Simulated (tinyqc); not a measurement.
Inter-valley coupling by envelope functions against a chain of atomic planes: sweeps and comparisons. A value that a table varies takes the place of the one given here.

Chain: E(phi) = e0 + 2 v cos(phi) + 2 u cos(2 phi), cos(phi0) = -v/(4u), e0 = 2u + v^2/(4u); plane j = 0, 1, ... has the potential V_j = dE x_j + F (j - 30) a/4 (1 MV/m = 1e-4 V/angstrom). There are 30 barrier planes a side; with y = j - 29.5, x_j = xb (f(y) + f(Nw - y)), f(y) = 1/(1 + exp(y/L)), plus any Ge added in the well. The valley splitting is the spacing of the two lowest levels. Envelope theory: F_j solves a one-valley chain with hopping -b and diagonal 2b + V_j, b = 4u sin^2(phi0), sum F_j^2 = 1; the valleys couple by Dv = sum_j F_j^2 V_j exp(-2 i phi0 j) and split by 2|Dv|.

Inputs chosen for the exercise (near those of the Delta valleys of silicon in a SiGe well; not measured data):
```
symbol  value  unit      meaning
a       5.431  angstrom  lattice constant; planes lie a/4 apart
u       0.584  eV        second-neighbour hopping
v       0.6    eV        nearest hopping
Nw      69               planes in the well
L       1.5    planes    interface width
xb      0.25             Ge fraction of the barriers
dE      0.63   eV        offset per unit Ge fraction
F       0      MV/m      field
xs      0.09             Ge fraction added on that plane
xw      0.011            mean Ge fraction of the wiggle
x0      9109             start of the number sequence
na      8000             atoms a plane under the dot
js      73               plane j of a Ge spike (the well starts at j = 30)
```

## Position of the spike

The spike is moved through the well; position counted from the first well plane, j - 30.

Against position:
```
j - 30  F_j^2, smooth  mean of the doublet (meV)  splitting, chain (micro-eV)  envelope  first order
3             0.00167                       4.06                          150       147          189
8             0.00533                       4.20                          436       425          604
14            0.01168                       4.45                          924       896         1325
21            0.01959                       4.80                         1625      1593         2222
28            0.02541                       5.14                         2301      2282         2882
34            0.02716                       5.26                         2557      2540         3080
45            0.02158                       4.90                         1833      1805         2447
55            0.01054                       4.40                          834       809         1195
66            0.00120                       4.04                          110       108          136
```

The splitting is largest at plane 34 among these rows (2557 micro-eV), and the smooth envelope peaks at plane 34, counting all planes; without a spike it is 0.0018. Where the splitting exceeds 20 micro-eV the envelope theory lies within 3.0 % of the chain and first order within 43 %.

## A periodic Ge profile (wiggle well)

periods (planes): pi/phi0 1.71619, pi/(pi - phi0) 2.39627

Added fraction xw (1 - cos(2 pi (j - 30)/p)) on the well planes; p = f times the resonant period pi/(pi - phi0). At resonance the estimate is dE xw.

Against period:
```
f     p (planes)  mean of the doublet (meV)  splitting, chain (micro-eV)  envelope
0.90      2.1566                      10.83                           50        53
0.95      2.2765                      10.50                          765       778
0.98      2.3483                      10.47                         4960      5328
0.99      2.3723                      10.73                         6289      6488
1.00      2.3963                      10.90                         6917      6906
1.01      2.4202                      10.75                         6389      6493
1.02      2.4442                      10.50                         5179      5426
1.05      2.5161                      10.40                         1343      1314
1.10      2.6359                      10.78                           78        72
1.50      3.5944                      10.89                            2         2
3.00      7.1888                      10.88                            6         6
```

The splitting peaks at f = 1 with 6.92 meV, against the estimate dE xw = 6.93 meV, and is 0.72 and 0.75 of the value at f = 1 two per cent off to either side: the width of the resonance is set by the number of periods under the envelope. At f = 3 it is 6 micro-eV. The chain has one orbital a plane and knows only this resonance; longer periods that work through other bands are outside it.

## Random alloy fluctuations

A uniform fraction x is added on all planes. Each plane j then fluctuates by q sqrt(x_j (1 - x_j)/na) in Ge fraction, q = sqrt12 (z/2147483647 - 1/2) with z(new) = 16807 z mod 2147483647 from x0, restarted for each row; 24 samples. Theory: Dv is a complex Gaussian with sigma^2 = dE^2 sum F_j^4 x_j (1 - x_j)/na, and the mean splitting is sqrt(pi) sigma if the smooth part is negligible.

Splitting (micro-eV):
```
x     sigma  sqrt(pi) sigma  mean of 24  least  largest
0.00    6.8            12.1        11.0    0.7     20.9
0.01  100.1           177.5       148.8   23.8    307.3
0.02  140.7           249.4       209.3   31.8    428.9
0.05  218.9           388.0       325.7   47.7    664.3
0.10  301.3           534.0       448.1   64.6    913.4
```

Without added Ge the disorder sits in the barriers, where the state is small: mean 11.0 micro-eV, against 0.0018 for the smooth well. With 5 % Ge in the well the mean is 326, theory 388, with a statistical error of about 11 % for 24 samples; the miss is -16 %, and since every row reuses one sequence the rows with added Ge miss alike. The spread grows with the mean: at 5 % the samples run from 48 to 664, so small splittings remain possible. sigma falls as 1/sqrt(na) for larger dots. A chain with one orbital a plane has no Bloch-function factor, which scales all these couplings down in fuller models.

## What each parameter does

Chain with the spike on plane js. Each row changes one parameter from the base and keeps the others.

Results:
```
case           level (meV)  splitting (micro-eV)
base                 5.003                2034.8
Nw = 75              4.471                2124.4
L = 2 planes         5.250                2075.5
xb = 0.3             5.112                2055.6
dE = 0.693 eV        5.135                2195.1
F = 2 MV/m          12.684                1056.3
js = 76              4.851                1729.4
xs = 0.117           5.214                2456.6
```

The largest shifts from the base row, up to three for each result and ties (the steps differ in size, so this ranks the rows, not the parameters). level (meV): F +7.680, Nw -0.533, L +0.247. splitting (micro-eV): F -978.5, xs +421.8, js -305.4.

(tinyqc, `OMP_NUM_THREADS=1 python tinyqc.py 1480452 1480453 out.jsonl`, Intel(R) Xeon(R) Processor @ 2.30GHz, 1 thread, shared host, about 0.06 s.)
